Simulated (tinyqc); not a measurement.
Size effects in the resistivity of thin metal films and interconnect lines: one step, computed by the program tinyqc. Command: `OMP_NUM_THREADS=1 python tinyqc.py 3010506 3010507 out.jsonl size walk`. One thread of a shared host (Intel(R) Xeon(R) Processor @ 2.30GHz), about 0.01 s of CPU time with the checks.

Electrons lose their drift at surfaces (a share 1 - p of the hits) and at grain boundaries (reflection R), besides bulk scattering.

Question. Resistivity of the film. Both together (Mayadas-Shatzkes film): rho_b/rho = (rho_b/rho of the grains alone) - (6/(pi kappa))(1 - p) int_0^(pi/2) dphi int_0^1 ds (cos^2 phi/H^2)(s - s^3)(1 - exp(-kappa H/s))/(1 - p exp(-kappa H/s)), H = 1 + alpha/(cos phi sqrt(1 - s^2)), 40 x 80 Gauss-Legendre points. Sheet resistance rho/h; additive estimate rho_b (f_surface + f_grain - 1).

Inputs (values chosen for the exercise, modelled on tungsten): bulk resistivity rho_b = 5.28 microohm cm; specularity p = 0.6; film thickness h = 9.2 nm.

Geometry: film.

rho/rho_b from grains = 1.954843

alpha = 0.6869565

kappa = h/lambda = 0.5822785

rho/rho_b from surfaces = 1.274264

Give: resistivity rho; sheet resistance; additive estimate; error of the additive estimate.

Answer.

resistivity rho = 11.69 microohm cm

sheet resistance = 12.70 ohm

additive estimate = 11.77 microohm cm

error of the additive estimate = 0.7090 %

Adding the two excesses (Matthiessen's rule) is 0.7 % high.
